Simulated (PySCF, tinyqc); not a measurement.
Starting guesses with DIIS over 6 matrices: SCF starting guesses in the sto-3g basis, for H2, spin multiplicity 1. Computed by the program tinyqc with PySCF. 

Geometry (angstrom):

| atom | x | y | z |
|---|---|---|---|
| H | 0.0000 | 0.0000 | 0.0000 |
| H | 0.0000 | 0.0000 | 1.2230 |

lowest restricted solution found by these runs and by PySCF = -0.997759 hartree

RHF with one setting changed at a time; a run stops when the energy changes by less than 1e-09 hartree and the error matrix is below 1e-5. Starts: the lowest orbitals of the core Hamiltonian, of the Wolfsberg-Helmholz matrix (K = 1.75), projected atomic densities, random orbitals, and the highest orbitals of the core Hamiltonian (a deliberately bad start).

Largest element of the error matrix X^T (FDS - SDF) X:

| iteration | core | Wolfsberg-Helmholz | atomic densities | random | highest core orbitals |
|---|---|---|---|---|---|
| 1 | 2.6e-16 | 3.4e-16 | 6.0e-17 | 1.7e-01 | 1.7e-16 |
| 2 | 3.4e-16 | 1.0e-16 | 1.4e-16 | 1.4e-01 | 7.3e-15 |
| 3 | - | - | 2.4e-16 | 2.0e-02 | 4.4e-14 |
| 4 | - | - | - | 1.3e-02 | - |
| 5 | - | - | - | 9.3e-03 | - |
| 6 | - | - | - | 7.4e-03 | - |
| 8 | - | - | - | 5.3e-06 | - |

How each run ends:

| run | iterations | E (hartree) | state |
|---|---|---|---|
| core | 2 | -0.99776 | lowest found |
| Wolfsberg-Helmholz | 2 | -0.99776 | lowest found |
| atomic densities | 3 | -0.99776 | lowest found |
| random | 9 | -0.99776 | lowest found |
| highest core orbitals | 3 | -0.99776 | lowest found |

5 of 5 runs reach the lowest restricted solution found, in 2 to 9 iterations (fastest: core, Wolfsberg-Helmholz). The first errors are 3e-16, 3e-16, 6e-17, 2e-01, 2e-16. The restricted reference is unstable here: a spin-polarised solution lies 0.0027 hartree lower (PySCF), so results built on it describe a poor reference.
